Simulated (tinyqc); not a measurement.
## Illuminated p-n diode, drift-diffusion by the Gummel loop with Scharfetter-Gummel fluxes: current against voltage in the dark

Abrupt junction at x = 0, p side from -Lp, n side to Ln, ohmic contacts. psi is counted from the intrinsic level; n = ni exp((psi - phin)/Vt), p = ni exp((phip - psi)/Vt). Contacts: p side psi = V - Vt ln(Na/ni), p = Na, n = ni^2/Na; n side psi = Vt ln(Nd/ni), n = Nd, p = ni^2/Nd. Constant mobilities, D = mu Vt, Boltzmann statistics, SRH recombination through a mid-gap level, U = (n p - ni^2)/(tp (n + ni) + tn (p + ni)). Current is positive from the p contact to the n contact.

ni = sqrt(Nc Nv) exp(-Eg/(2 Vt)), Eg in volts. Poisson and both continuity equations are solved self-consistently with Scharfetter-Gummel fluxes on a graded mesh of 500 nodes. J_scr is q times the integral of U between -xp and xn. Ideal diffusion current J_id = q ni^2 [Dn coth(wp/Le)/(Le Na) + Dp coth(wn/Lh)/(Lh Nd)] (exp(V/Vt) - 1), Le = sqrt(Dn tn), Lh = sqrt(Dp tp), wp = Lp - xp, wn = Ln - xn, with xp and xn from the depletion approximation (W = sqrt(2 eps0 eps_r (Vbi - V)(1/Na + 1/Nd)/q), xp = W Nd/(Na + Nd), xn = W Na/(Na + Nd), Vbi = Vt ln(Na Nd/ni^2)). Ideality factor = 0.004 V/(Vt ln[J(V + 0.004 V)/J(V)]). Here G = 0.

Inputs (values chosen for the exercise); band and dielectric values those of a made-up semiconductor: temperature T = 300 K; band gap Eg = 1.33 eV; relative permittivity eps_r = 10.5; conduction-band density of states at T Nc = 3.39e19 cm^-3; valence-band density of states at T Nv = 2.51e19 cm^-3; acceptor density of the p side Na = 2.6e16 cm^-3; donor density of the n side Nd = 4.5e16 cm^-3; electron mobility mun = 990 cm^2/(V s); hole mobility mup = 290 cm^2/(V s); SRH lifetime of electrons tn = 4e-8 s; SRH lifetime of holes tp = 1e-8 s; length of the p side Lp = 2.7 um; length of the n side Ln = 1.3 um; uniform generation rate G = 0 cm^-3 s^-1.

Constants: q = 1.602176634e-19 C, kB = 1.380649e-23 J/K, Vt = kB T/q, eps0 = 8.8541878128e-14 F/cm where lengths are in cm. Results are converted to the units shown.

Result of one run:

| J (A/cm^2) | ideality factor | J_scr/J (%) | J_id (A/cm^2) | share recombining at the contacts (%) | larger minority/doping at -xp and xn |
|---|---|---|---|---|---|
| 0.420 | 1.01 | 2.39 | 0.412 | 92.7 | 0.00107 |

Which bias of the p contact V gave this result: 0.2, 0.36, 0.53, 0.61 or 0.78 V?

V = 0.78 V.

The whole series:

| V (V) | J (A/cm^2) | ideality factor | J_scr/J (%) | J_id (A/cm^2) | share recombining at the contacts (%) | larger minority/doping at -xp and xn |
|---|---|---|---|---|---|---|
| 0.2 | 5.23e-8 | 1.90 | 99.9 | 7.65e-11 | 0.139 | 2.13e-13 |
| 0.28 | 2.65e-7 | 1.90 | 99.4 | 1.68e-9 | 0.604 | 4.69e-12 |
| 0.36 | 1.37e-6 | 1.86 | 97.3 | 3.71e-8 | 2.58 | 1.03e-10 |
| 0.45 | 9.50e-6 | 1.69 | 87.4 | 1.20e-6 | 12.0 | 3.31e-9 |
| 0.53 | 6.95e-5 | 1.40 | 62.1 | 2.64e-5 | 36.0 | 7.24e-8 |
| 0.61 | 8.11e-4 | 1.14 | 28.6 | 5.81e-4 | 67.9 | 1.58e-6 |
| 0.7 | 0.0204 | 1.04 | 8.02 | 0.0188 | 87.4 | 5.01e-5 |
| 0.78 | 0.420 | 1.01 | 2.39 | 0.412 | 92.7 | 0.00107 |
| 0.86 | 8.84 | 1.03 | 0.710 | 9.05 | 94.3 | 0.0212 |

J rises from 5.23e-8 to 8.84 A/cm^2; the ideality factor moves up and down between 1.01 and 1.90. Recombination in the depleted layer carries over half of the current up to V = 0.53 V, where the factor is 1.40; it grows roughly as exp(V/2 Vt), so diffusion overtakes it. Where the factor is lowest (V = 0.78 V), J is 1.9 % above the ideal diffusion current.

Program tinyqc, `OMP_NUM_THREADS=1 python tinyqc.py 2240148 2240149 out.jsonl`; Intel Xeon 2.30GHz, shared host, one thread, about 0.8 s.
